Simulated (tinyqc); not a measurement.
What moves the Penn gap and the ionicity: Penn model of the dielectric constant and Phillips ionicity.

n = 32/a^3; Ep^2 = 8 pi c e2 n with c = hbar^2/2m0, e2 = e^2/(4 pi eps0); EF = c (3 pi^2 n)^(2/3); eps = 1 + (Ep/Eg)^2 S with S = 1 - Eg/(4 EF) + (Eg/(4 EF))^2/3, Eg the Penn gap. Core d shells are left out.

Phillips: bond length d = sqrt(3) a/4; homopolar gap Eh = 39.74 d^(-2.48) eV (d in angstrom); Eg^2 = Eh^2 + C^2; ionicity fi = C^2/Eg^2.

Constants: hbar^2/2m0 = 3.80998211 eV angstrom^2; e^2/(4 pi eps0) = 14.39964547 eV angstrom.

Inputs chosen for the exercise (out of a larger set: near those of diamond; not measured data): a = 3.565 angstrom (cubic lattice constant, 32 valence electrons a cell); ei = 5.64 (high-frequency dielectric constant).

Eg from ei; fi = 1 - (Eh/Eg)^2, printed even where negative.

Results for these values:

| case | Ep (eV) | Eg (eV) | Eh (eV) | fi |
|---|---|---|---|---|
| base | 31.206 | 13.642 | 13.539 | 0.015 |

What happens to each result for a = 3.636 angstrom, all else kept?

Answer: Ep falls from 31.206 to 30.297; Eg falls from 13.642 to 13.237; Eh falls from 13.539 to 12.893; fi rises from 0.015 to 0.051.

The same for each parameter in turn:

| case | Ep (eV) | Eg (eV) | Eh (eV) | fi |
|---|---|---|---|---|
| base | 31.206 | 13.642 | 13.539 | 0.015 |
| a = 3.636 angstrom | 30.297 | 13.237 | 12.893 | 0.051 |
| ei = 5.08 | 31.206 | 14.492 | 13.539 | 0.127 |

For an elemental crystal fi should vanish; the values measure the misfit of the rule for Eh.

(tinyqc, `OMP_NUM_THREADS=1 python tinyqc.py 1682656 1682657 out.jsonl`, Intel(R) Xeon(R) Processor @ 2.30GHz, 1 thread, shared host, about 0.01 s.)
